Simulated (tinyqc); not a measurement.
Kronig-Penney superlattice by transfer matrices: sweeps and comparisons. A value that a table varies takes the place of the one given here.

Wells (width a, potential 0, mass mw) alternate with barriers (width b, height V0, mass mb); period d = a + b; c = hbar^2/2m0. The vector (psi, psi'/m) is continuous, and a layer of thickness t carries it by M = [[cos kt, (m/k) sin kt], [-(k/m) sin kt, cos kt]] with k = sqrt(m (E - V)/c); for E < V, k = i kappa gives [[cosh, (m/kappa) sinh], [(kappa/m) sinh, cosh]] of kappa t. A Bloch state obeys cos(q d) = tr(Mb Mw)/2.

Constants: hbar^2/2m0 = 3.80998211 eV angstrom^2.

Values chosen for the exercise (near those of a non-polar GaN superlattice with barriers of AlN; not measured data):

| symbol | value | unit | meaning |
|---|---|---|---|
| a | 19 | angstrom | well width |
| V0 | 1.866 | eV | barrier height |
| mw | 0.201 | m0 | mass in the wells |
| mb | 0.331 | m0 | mass in the barriers |
| bs | (3, 4.5, 6, 7.8, 9.6, 12, 15) | angstrom | barrier widths |
| b | 6 | angstrom | barrier width |

## Barrier width

First miniband against b. m_z = -2 c f'/d^2 with f = tr M/2 at the bottom of the band. E1 is the level of the single well, kappa1 its decay constant in the barrier.

First miniband:

| b (angstrom) | bottom (eV) | top (eV) | W (meV) | ln W | m_z (m0) |
|---|---|---|---|---|---|
| 3.0 | 0.1717 | 0.3425 | 170.8 | 5.140 | 0.275 |
| 4.5 | 0.2067 | 0.3041 | 97.40 | 4.579 | 0.366 |
| 6.0 | 0.2268 | 0.2824 | 55.54 | 4.017 | 0.515 |
| 7.8 | 0.2400 | 0.2683 | 28.31 | 3.343 | 0.819 |
| 9.6 | 0.2468 | 0.2613 | 14.43 | 2.669 | 1.36 |
| 12.0 | 0.2511 | 0.2569 | 5.877 | 1.771 | 2.76 |
| 15.0 | 0.2530 | 0.2549 | 1.912 | 0.648 | 6.95 |

E1 = 0.2540 eV
kappa1 = 0.3742 1/angstrom

How do the results move?

W falls from 170.8 to 1.91 meV, and both edges close in on E1. The slope of ln W is -0.3743 per angstrom over the first two rows and -0.3742 over the last two, against -kappa1 = -0.3742: the width follows one power of the tunnelling amplitude once the wells couple weakly. m_z grows by a factor 25.2. Layers under about 10 angstrom are at the limit of envelope theory.

## From one barrier to a miniband

Transmission through N barriers separated by wells, between leads of the well material: T = 4/[(M11 + M22)^2 + (u M12 - M21/u)^2] with u = k/mw and M the product over all layers; twelve evenly spaced energies around the first miniband.

Transmission:

| E (eV) | tr M/2 of a period | N = 1 | N = 2 | N = 4 | N = 8 |
|---|---|---|---|---|---|
| 0.201826 | 2.133 | 0.0231 | 0.00130 | 4.96e-06 | 7.32e-11 |
| 0.211924 | 1.656 | 0.0243 | 0.00226 | 2.82e-05 | 4.57e-09 |
| 0.222022 | 1.205 | 0.0254 | 0.00447 | 0.000309 | 1.97e-06 |
| 0.232119 | 0.779 | 0.0266 | 0.0111 | 0.0574 | 0.0182 |
| 0.242217 | 0.377 | 0.0278 | 0.0478 | 0.0239 | 0.918 |
| 0.252314 | -0.002 | 0.0289 | 1.00 | 0.998 | 0.994 |
| 0.262412 | -0.358 | 0.0301 | 0.0570 | 0.0266 | 0.384 |
| 0.272510 | -0.693 | 0.0313 | 0.0165 | 0.739 | 0.416 |
| 0.282607 | -1.008 | 0.0325 | 0.00820 | 0.00194 | 0.000385 |
| 0.292705 | -1.302 | 0.0336 | 0.00511 | 0.000225 | 5.18e-07 |
| 0.302802 | -1.577 | 0.0348 | 0.00362 | 5.75e-05 | 1.54e-08 |
| 0.312900 | -1.833 | 0.0360 | 0.00277 | 2.13e-05 | 1.28e-09 |

How do the results move?

5 of the energies lie in the miniband (|tr M/2| <= 1); there T for N = 8 runs between 0.0182 and 0.994. In the gaps it falls with N: at E = 0.3129 eV from 2.13e-05 (N = 4) to 1.28e-09 (N = 8), a slope of ln T of -2.43 a period, against -2 arccosh|tr M/2| = -2.43.

## What each parameter does

Bottom and width of the first miniband, the gap above it, and m_z = -2 c f'/d^2 with f = tr M/2. Each row changes one parameter from the base and keeps the others.

Results:

| case | bottom (eV) | width (meV) | gap (meV) | m_z (m0) |
|---|---|---|---|---|
| base | 0.2268 | 55.5 | 626.6 | 0.5151 |
| a = 17 angstrom | 0.2622 | 70.2 | 716.2 | 0.4880 |
| b = 7 angstrom | 0.2352 | 38.2 | 658.4 | 0.6627 |
| V0 = 1.586 eV | 0.2094 | 66.7 | 570.5 | 0.4446 |
| mw = 0.1809 m0 | 0.2358 | 61.6 | 663.0 | 0.4671 |
| mb = 0.3806 m0 | 0.2220 | 46.8 | 633.6 | 0.5988 |

How do the results move?

The largest shifts from the base row, up to three for each result and ties (the steps differ in size, so this ranks the rows, not the parameters). bottom (eV): a +0.0354, V0 -0.0174, mw +0.0090. width (meV): b -17.3, a +14.7, V0 +11.2. gap (meV): a +89.6, V0 -56.1, mw +36.4. m_z (m0): b +0.1476, mb +0.0837, V0 -0.0705.

tinyqc: `OMP_NUM_THREADS=1 python tinyqc.py 1250086 1250087 out.jsonl`; about 0.04 s, one thread, shared Intel(R) Xeon(R) Processor @ 2.30GHz.
